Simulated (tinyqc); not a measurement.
Tight binding, kagome lattice, step by step. Computed by tinyqc, a small Python program that keeps every step. Settings: t1 = 0.65, t2 = 0.9, delta = 0, bands filled = 1. Command: `OMP_NUM_THREADS=1 python tinyqc.py 21570 21571 out.jsonl` (the two numbers bound the seeds that draw the settings). One thread of a shared host (Intel(R) Xeon(R) Processor @ 2.60GHz), about 0.01 s of CPU time with the checks.

## Bloch Hamiltonian at k

Parameters chosen for this model:
```
parameter     value                unit
t1         0.650000    eV, up triangles
t2         0.900000  eV, down triangles
delta             0        eV on site C
```

k point k (fractions of the reciprocal vectors): [-0.3800, 0.1400]

H_AB = -t1 - t2 exp(-i k.a1), H_AC = -t1 - t2 exp(-i k.a2), H_BC = -t1 - t2 exp(i k.(a1 - a2)), H_CC = delta.

H(k) at k (eV), order A, B, C:
$$\begin{pmatrix}
0.0000 & 0.0061-0.6161i & -1.2237+0.6935i \\
0.0061+0.6161i & 0.0000 & 0.2429-0.1128i \\
-1.2237-0.6935i & 0.2429+0.1128i & 0.0000
\end{pmatrix}$$

## Levels at k

Diagonalise the Hermitian matrix.

eigenvalues (eV): [-1.5673, 0.0173, 1.5500]

weights |c|^2 of the basis functions, order A, B, C:
$$\begin{pmatrix}
0.4828 & 0.0294 & 0.4878 \\
0.0968 & 0.8144 & 0.0888 \\
0.4204 & 0.1562 & 0.4234
\end{pmatrix}$$

## Bloch Hamiltonian at K

k point K (fractions of the reciprocal vectors): [0.3333, 0.6667]

As before.

H(k) at K (eV), order A, B, C:
$$\begin{pmatrix}
0.0000 & -0.2000+0.7794i & -0.2000-0.7794i \\
-0.2000-0.7794i & 0.0000 & -0.2000+0.7794i \\
-0.2000+0.7794i & -0.2000-0.7794i & 0.0000
\end{pmatrix}$$

## Levels at K

As before.

eigenvalues (eV): [-1.1500, -0.4000, 1.5500]

weights |c|^2 of the basis functions, order A, B, C:
$$\begin{pmatrix}
0.3333 & 0.3333 & 0.3333 \\
0.3333 & 0.3333 & 0.3333 \\
0.3333 & 0.3333 & 0.3333
\end{pmatrix}$$

## Bands along a path

The same steps at evenly spaced points between the labelled ones.

Bands along the path (eV):
```
k           band 1   band 2  band 3
G          -3.1000   1.5500  1.5500
G-K 0.33   -2.7476   1.1976  1.5500
G-K 0.67   -1.8716   0.3216  1.5500
K          -1.1500  -0.4000  1.5500
K-M 0.33   -1.3284  -0.2216  1.5500
K-M 0.67   -1.5451  -0.0049  1.5500
M          -1.6268   0.0768  1.5500
M-K' 0.33  -1.5451  -0.0049  1.5500
M-K' 0.67  -1.3284  -0.2216  1.5500
K'         -1.1500  -0.4000  1.5500
```

With 1 band(s) filled, the highest filled level on these points lies at K' and the lowest empty one at K': a gap of 0.7500 eV, direct.
